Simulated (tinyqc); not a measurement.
Crystallisation kinetics and data retention of a phase-change cell: retention against temperature.

Johnson-Mehl-Avrami-Kolmogorov law X = 1 - exp(-y^n), y = integral of k dt, k = (1/100 s) exp[-(Ec q/kB)(1/T - 1/T1)].

At fixed T the state fails at t = (-ln(1 - Xf))^(1/n)/k; ten years are 3.15576e8 s.

Values chosen for this exercise; values of the order of Ge-Sb-Te and related chalcogenides:
- Ec = 2.6 eV (activation energy of crystallisation)
- T1 = 460 K (temperature at which the rate k is 1/(100 s))
- n = 3 (Avrami exponent)
- Xf = 0.2 (crystalline share at which the state is lost)

Constants: q = 1.602176634e-19 C, kB = 1.380649e-23 J/K. Results are converted to the units shown.

Result of one run:
```
k (1/s)     time to fail (s)
5.2927e-12         1.1460e11
```

Which storage temperature T gave this result: 347, 397, 430, 463 or 480 K?

T = 347 K.

The whole series:
```
T (K)     k (1/s)  time to fail (s)
347    5.2927e-12         1.1460e11
364    3.0711e-10          1.9750e9
380     1.0070e-8          6.0235e7
397     3.0172e-7          2.0103e6
414     6.8379e-6             88703
430     1.0295e-4            5891.6
447     0.0014844            408.61
463      0.015296            39.654
480       0.15378            3.9442
```

The time to fail falls from 1.15e11 to 3.94 s, a decade every 9.64 K at the cold end; ten years need T below 372.2 K.

Range of the model: One Arrhenius rate is assumed; incubation, growth from the boundary and the non-Arrhenius kinetics of the supercooled liquid are left out.

Program tinyqc, `OMP_NUM_THREADS=1 python tinyqc.py 2490030 2490031 out.jsonl`; Intel Xeon 2.30GHz, shared host, one thread, about 0.02 s.
